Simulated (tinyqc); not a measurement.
Mesh and choice of bands: charge neutrality level from zone-averaged pseudopotential bands.

Empirical pseudopotential on the fcc lattice, atoms at +/- tau, tau = a (1,1,1)/8, no spin-orbit coupling. H(G,G') = c (2 pi/a)^2 |k + G|^2 delta + VS(q) cos(q.tau) + i VA(q) sin(q.tau), q = G - G', c = hbar^2/2m0; k and G in units of 2 pi/a; VS at |q|^2 = 3, 8, 11 and VA at 3, 4, 11, in rydberg, zero elsewhere. At each k the basis holds all G with |k + G|^2 up to 16; energies are counted from the fourth level at Gamma.

Mesh: k = sum_i (n_i + 1/2)/N b_i, n_i = 0 ... N - 1, b = (-1,1,1), (1,-1,1), (1,1,-1); points with the same sorted |kx|, |ky|, |kz| after folding to the shortest k + G are joined, with their count as weight. Neutrality (branch-point) level: E_N = (1/2) mean over k of [E5 + (E3 + E4)/2], E_n the n-th level from below.

Constants: hbar^2/2m0 = 3.80998211 eV angstrom^2; Ry = 13.60569312 eV.

Parameters, chosen for this exercise (out of a larger set: classic local form factors of the size used for GaP, without spin-orbit coupling; not measured data):

| symbol | value | unit | meaning |
|---|---|---|---|
| a | 5.432 | angstrom | lattice constant |
| VS | (-0.222, 0.031, 0.07) | Ry | symmetric form factors |
| VA | (0.12, 0.069, 0.02) | Ry | antisymmetric form factors |

E_N with E5 alone, and with (E5 + E6)/2 in its place.

Results:

| N | joined points | E_N (eV) | E_N, two conduction bands (eV) |
|---|---|---|---|
| 1 | 1 | 0.8182 | 1.5301 |
| 2 | 2 | 0.6151 | 1.3043 |
| 3 | 6 | 0.8732 | 1.2408 |
| 4 | 10 | 0.8453 | 1.2454 |
| 5 | 19 | 0.8512 | 1.2364 |

What does the comparison show, and why?

For scale, the lowest gap of this set is 2.17 eV. Against N = 5 the errors are -33, -236, +22 and -6 meV for N = 1 to 4 (N = 1 is the L point alone). Taking the second conduction band in moves E_N by +0.39 eV, more than the mesh error at N = 2: the definition, not the mesh, limits the estimate. Local form factors place the indirect gaps only to a few tenths of an eV, and E_N moves with them.

tinyqc: `OMP_NUM_THREADS=1 python tinyqc.py 1850549 1850550 out.jsonl`; about 0.08 s, one thread, shared Intel(R) Xeon(R) Processor @ 2.30GHz.
